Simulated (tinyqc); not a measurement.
Rise against time: self-heating of a transistor with one or more fingers, with temperature-dependent conductivity. Computed by tinyqc, a small Python program. Command: `OMP_NUM_THREADS=1 python tinyqc.py 3000157 3000158 out.jsonl selfheat walk`. One thread of a shared host (Intel(R) Xeon(R) Processor @ 2.30GHz), about 0.08 s of CPU time with the checks.

N long parallel fingers lie on the top face of a slab whose bottom is held at T_0; the top is otherwise insulated, and heat flows in two dimensions. P in W/mm is 1000 P in W/m.

Inputs (values chosen for the exercise, modelled on gallium arsenide):
```
quantity                                      value           unit
conductivity at the base temperature kappa_0   44.8        W/(m K)
power per gate width P                         0.63           W/mm
fingers N                                         3              -
finger pitch s                                  9.9     micrometre
width of the heat source w                     0.51     micrometre
substrate thickness t                           100     micrometre
heat capacity C                                 1.7  1e6 J/(m^3 K)
pulse length                                    6.2    microsecond
```

Power: fixed power.

Method:
- A line source of power P on the top face raises the top at distance x by (P/(pi kappa_0)) g(x), g(x) = -ln tanh(pi x/(4 t)) (the image sum for the slab). On a strip of width w the centre sees the mean of g over the strip, g_0 = 1 + ln(8 t/(pi w)) for w much below t.
- theta_i = (P/(pi kappa_0)) [g_0 + sum over j != i of g(|i - j| s)], with equal powers and constant conductivity; thermal resistance = largest theta/P.
- After switching on, theta(tau) = (P D/kappa_0) int_0^tau X(u) Z(u) du at the hottest finger, D = kappa_0/C; X = sum over fingers at distance x of [erf((x + w/2)/r) - erf((x - w/2)/r)]/(2 w), Z = sum_(j=-200..200) (-1)^j exp(-(2 j t/r)^2)/sqrt(pi D u), r = 2 sqrt(D u); trapezoid rule on 300 points evenly spaced in ln u from u_0 = 1e-3 min(tau, w^2/D) to tau, plus the exact piece 2 sqrt(u_0/(pi D))/w below u_0. Conductivity and power are held at their base values here, and Fourier's law is used even where the diffusion length is near a phonon free path.

diffusivity D = 26.3529 micrometre^2/microsecond

theta of each finger (K): 52.0967  55.1725  52.0967

largest theta = 55.1725 K

Heating curve:
```
time (microsecond)  sqrt(D time) (micrometre)  rise (K)  share of the steady rise
3.80e-04                              0.10007    3.0774                   0.05578
0.0038                                0.31645    7.3717                    0.1336
0.038                                  1.0007    12.419                    0.2251
0.38                                   3.1645    17.682                    0.3205
3.8                                    10.007    27.465                    0.4978
19                                     22.376    37.456                    0.6789
76                                     44.753    46.586                    0.8444
230                                    77.854    52.928                    0.9593
570                                    122.56    54.999                    0.9969
```

Half the steady rise is reached between 3.8 and 19 microseconds, and the last row holds 99.7 % of it; the slowest time constant is 4 t^2/(pi^2 D) = 154 microseconds. While the diffusion length lies between w and the pitch or thickness, the rise grows as the logarithm of time; once it nears the pitch of 9.9 micrometre the neighbours add their heat.

Extremes, crossings and ranges named in words are read from the listed rows.
